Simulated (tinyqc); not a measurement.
Cluster expansion of a binary alloy: correlations, fit, cross-validation and ground states: one step, computed by the program tinyqc.

s = +1 for A and -1 for B. Energy per site E = J0 + J1 P(point) + sum over clusters of m V P, with P the mean product of spins; V > 0 on a pair favours unlike neighbours. Clusters per site m: pair 1 2, pair 2 2, pair 3 2, triplet 4; the triplet is two first-neighbour bonds at a right angle. Formation energies are counted from the line between pure A and pure B, which removes J0 and J1.

Task: The random alloy and its short-range order. Random alloy: P(pair) = p^2, P(triplet) = p^3, p = 1 - 2x, so H_mix = (p^2 - 1) sum m V(pairs) + (p^3 - p) m Vt; G_mix = H_mix + k_B T [x ln x + (1 - x) ln(1 - x)]. To first order in 1/T the Warren-Cowley parameter of shell 1 is alpha_1 = -(1 - p^2) V_eff/(k_B T), V_eff = V1 + (number of triplets on a first-neighbour bond) p Vt, that number being 4.

Inputs (values chosen for the exercise, for a model alloy):
```
quantity                    value  unit
first-pair interaction V1   -20.3   meV
second-pair interaction V2   -7.4   meV
third-pair interaction V3     1.3   meV
triplet interaction Vt       -4.3   meV
temperature T                2000     K
fraction x of B              0.61     -
```

Lattice: square.

Constants: k_B = 8.617333262e-05 eV/K.

Give: mixing enthalpy H_mix; mixing free energy G_mix; alpha_1.

Result:

mixing enthalpy H_mix = 46.64 meV/site

mixing free energy G_mix = -68.61 meV/site

alpha_1 = 0.09119

alpha_1 > 0: like neighbours cluster.
